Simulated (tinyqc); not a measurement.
Trap density from swing and capacitance.

Problem. In an MOS structure at one bias the subthreshold swing is S = Vt ln 10 (1 + (Cd + q Dit)/Cox) and 1/C_HF = 1/Cox + 1/Cd, Cox = 3.9 eps0/EOT. Find Cd and Dit.

Values chosen for this exercise:
```
symbol,value,unit,meaning
T,300,K,temperature
EOT,5.3,nm,equivalent oxide thickness
```

Constants: q = 1.602176634e-19 C, kB = 1.380649e-23 J/K, Vt = kB T/q, eps0 = 8.8541878128e-14 F/cm where lengths are in cm. Results are converted to the units shown.

S = 66.986421 mV/decade
C_HF = 38.510904 nF/cm^2

Answer. C_HF gives Cd, and the swing gives Cd + q Dit.

Cd = 40.9 nF/cm^2
Dit = 2.54e11 cm^-2 eV^-1

tinyqc, about 0.01 s, one thread, Intel Xeon 2.30GHz (shared host): `OMP_NUM_THREADS=1 python tinyqc.py 2030008 2030009 out.jsonl`
